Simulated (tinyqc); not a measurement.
Surface potential of a MOS transistor: implicit equation and explicit approximations: one step of the calculation.

p-type body, charge-sheet picture, depletion and inversion only, full ionisation (an idealisation for deep acceptors), Boltzmann statistics (rough once Na exp(x - xn) passes about Nc/7). In units of Vt: xg = (Vg - Vfb)/Vt, x = psi/Vt, G = gamma/sqrt(Vt), xn = (2 phiF + Vc)/Vt. The implicit equation is (xg - x)^2 = G^2 [x - 1 + exp(x - xn)] for x above about 3. Cox = eps0 eox/tox.

Problem. Scales. ni = sqrt(Nc Nv) exp(-Eg/(2 Vt)), Eg in volts; phiF = Vt ln(Na/ni); gamma = sqrt(2 q eps0 eps_r Na)/Cox; VT = Vfb + Vt (xn + G sqrt(xn - 1)).

Inputs (values chosen for the exercise); band and dielectric values close to those of silicon: temperature T = 300 K; band gap Eg = 1.14 eV; relative permittivity eps_r = 11.7; conduction-band density of states at T Nc = 2.79e19 cm^-3; valence-band density of states at T Nv = 2.69e19 cm^-3; relative permittivity of the gate insulator (close to silicon dioxide) eox = 3.9; insulator thickness tox = 5.7 nm; acceptor density Na = 7.1e17 cm^-3; flat-band voltage Vfb = -0.32 V; channel-body voltage Vc = 0.2 V; gate-body voltage Vg = 2.13 V.

Constants: q = 1.602176634e-19 C, kB = 1.380649e-23 J/K, Vt = kB T/q, eps0 = 8.8541878128e-14 F/cm where lengths are in cm. Results are converted to the units shown.

Give: phiF; gamma; G; xn; VT; xg.

Solution.

phiF = 0.4756 V
gamma = 0.8014 V^0.5
G = 4.984
xn = 44.53
VT = 1.681 V
xg = 94.77

Range of the model: The electron quasi-Fermi level lies less than 2 Vt below the band edge at the surface, or above it, where degeneracy and confinement, left out, matter.

Program tinyqc, `OMP_NUM_THREADS=1 python tinyqc.py 2122237 2122238 out.jsonl`; Intel Xeon 2.30GHz, shared host, one thread, about 0.01 s.
